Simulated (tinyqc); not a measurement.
# Resistance of a source-drain extension with a graded tip, step by step

tinyqc, about 0.03 s, one thread, Intel Xeon 2.30GHz (shared host): `OMP_NUM_THREADS=1 python tinyqc.py 2282177 2282178 out.jsonl` Printed values are rounded.

y runs along the channel, the gate covers y > 0. The doping is N0 for y < y0 and N0 10^(-(y - y0)/la) beyond, uniform over the depth xj. Sheet conductance s(y) = q mu(N) max(N - Nch, 0) xj + (for y > 0) ma Cox Vo, with mu(N) = u0 + (u1 - u0)/(1 + (N/Nr)^au) and Cox = eps0 eox/tox. Current is taken as one-dimensional; depletion of the tip, spreading and the contact are left out. The metallurgical junction lies at yj, where N = Nch.

Values chosen for this exercise; mobility law close to that of holes in silicon: relative permittivity of the gate insulator (close to zirconium oxide) eox = 24.7; insulator thickness tox = 7.8 nm; active doping of the extension far from the gate N0 = 1.3e20 cm^-3; lateral abruptness la = 2.5 nm/decade; position under the gate where the fall begins (gate edge at 0) y0 = 4.5 nm; depth of the extension xj = 29 nm; channel doping Nch = 9.5e17 cm^-3; gate overdrive Vo = 0.41 V; mobility of the gate-induced layer ma = 80 cm^2/(V s); mobility at low doping u1 = 470.5 cm^2/(V s); mobility at high doping u0 = 44.9 cm^2/(V s); reference doping Nr = 2.23e17 cm^-3; exponent au = 0.719; gate length Lg = 90 nm.

Constants: q = 1.602176634e-19 C, eps0 = 8.8541878128e-14 F/cm where lengths are in cm. Results are converted to the units shown.

## Sheet resistances and junction position

yj = y0 + la log10(N0/Nch); sheet resistance of the full extension 1/[q mu(N0)(N0 - Nch) xj] and of the gate-induced layer 1/(ma Cox Vo); metallurgical length Lg - 2 yj; ye is where the doped and the gate-induced conductances are equal.

yj = 9.84055 nm
sheet resistance of the extension = 338.798 ohm/square
sheet resistance of the induced layer = 10873.6 ohm/square
metallurgical length = 70.3189 nm
ye = 8.64284 nm
N at ye = 2.86292e18 cm^-3

The gate takes over 1.20 nm before the junction, where N is still 3.01 times the channel doping.

## Resistance of the overlapped part

Midpoint rule on 9 equal steps from 0 to yj: R_ov = sum h/s(y), per width.

y, point 0 to 8 (nm): [0.546697, 1.64009, 2.73349, 3.82688, 4.92027, 6.01367, 7.10706, 8.20046, 9.29385]
N, point 0 to 8 (cm^-3): [1.3e20, 1.3e20, 1.3e20, 1.3e20, 8.82741e19, 3.22460e19, 1.17793e19, 4.30289e18, 1.57182e18]
doped conductance, point 0 to 8 (uS): [2951.61, 2951.61, 2951.61, 2951.61, 2052.84, 821.338, 342.772, 140.488, 37.2170]
sheet resistance, point 0 to 8 (ohm/square): [328.560, 328.560, 328.560, 328.560, 466.244, 1094.93, 2300.24, 4301.94, 7740.99]
R_ov = 18.827 ohm um

The exact integral is 19.166 ohm um; the coarse sum is 1.8 % below it.
